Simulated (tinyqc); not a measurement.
Trap in a gate oxide as a short-range spherical well, step by step. Values are carried at full precision from step to step, so a last printed digit may differ when a step is redone from the rounded ones.

A spherical well of radius R and depth V0 below the conduction edge, one mass m, c = hbar^2/2m0. The s level at binding Et solves k cot(k R) = -kappa with k = sqrt(m (V0 - Et)/c), kappa = sqrt(m Et/c); it exists for V0 > Vc = c (pi/2R)^2/m. Outside, psi falls as exp(-kappa r)/r.

Constants: hbar^2/2m0 = 3.80998211 eV angstrom^2; fine-structure constant alpha = 0.007297352564; hc = 1239.841984 eV nm; kB = 8.617333262e-05 eV/K.

Inputs chosen for the exercise (near those of SiO2 on 4H SiC; not measured data):
- R = 3.4 angstrom (radius of the well)
- V0 = 6.39 eV (depth of the well)
- m = 0.473 m0 (mass)
- n_r = 1.49 (refractive index)
- dEc = 2.72 eV (conduction offset to the channel)
- Fox = 4.1 MV/cm (oxide field, lowering levels away from the channel)
- t0 = 3 x 1e-11 s (time constant at the interface)
- T = 400 K (temperature)
- EF = 0 eV (Fermi level above the channel edge)
- x = 12 angstrom (depth of the trap)

## The bound level

Solve for Et; the share outside is [sin^2(kR)/(2 kappa)]/[sin^2(kR)/(2 kappa) + R/2 - sin(2kR)/(4k)].

Et = 2.7484 eV
k = 0.6724 1/angstrom
kappa = 0.5841 1/angstrom
share outside = 0.191
Vc = 1.719 eV

The well is 3.72 times the critical depth. Since dEt/dV0 equals the share inside, 0.81, a 1 % change of V0 moves Et by 1.9 %. The decay length is 1.7 angstrom, 0.5 times R.

## Peak of the photo-ionisation cross-section

Lucovsky model (delta well, plane-wave final states, no local-field factor): sigma = (32 pi alpha c/(3 n_r m Et)) (x - 1)^(3/2)/x^3, x = h nu/Et, c = hbar^2/2m0; 1 angstrom^2 = 1e-16 cm^2.

The maximum lies at x = 2. Give the photon energy, its wavelength and sigma there.

h nu = 5.497 eV
wavelength = 226 nm
sigma = 6.01 x 1e-18 cm^2

With 19 % of the state outside the well the delta-well form is only a rough model of this centre.

## Level, tunnelling time and occupation

Energies from the conduction edge of the channel. The trap level at depth x is E_T = dEc - Et - e Fox x (1 MV/cm = 0.01 eV/angstrom). An electron at the channel edge tunnels with the WKB exponent S = (4/3) sqrt(m/c) [dEc^(3/2) - (dEc - e Fox x)^(3/2)]/(e Fox), c = hbar^2/2m0; tau = t0 exp(S); the occupation is f = 1/(1 + exp((E_T - EF)/kB T)), tau_c = tau/f and tau_e = tau/(1 - f). Lattice relaxation is left out; a level below the channel edge needs phonons as well, so tau is then a lower bound, while a level above it can also empty elastically at its own energy, through a thinner barrier, faster than this tau.

Give E_T, S, tau and ln(tau_c/tau_e) = (E_T - EF)/kB T.

E_T = -0.520 eV
S = 13.295
tau = 1.78e-05 s
ln(tau_c/tau_e) = -15.1

The level lies 15 kB T below EF, so the trap is mostly filled. A flat barrier would give S = 2 sqrt(m dEc/c) x = 13.95.

## Checks

- Et from the radial equation on a grid against the matching condition, eV: both 2.75.

Run: tinyqc, `OMP_NUM_THREADS=1 python tinyqc.py 1281903 1281904 out.jsonl`; Intel(R) Xeon(R) Processor @ 2.30GHz, one thread, shared host; about 0.01 s of CPU time with all checks.
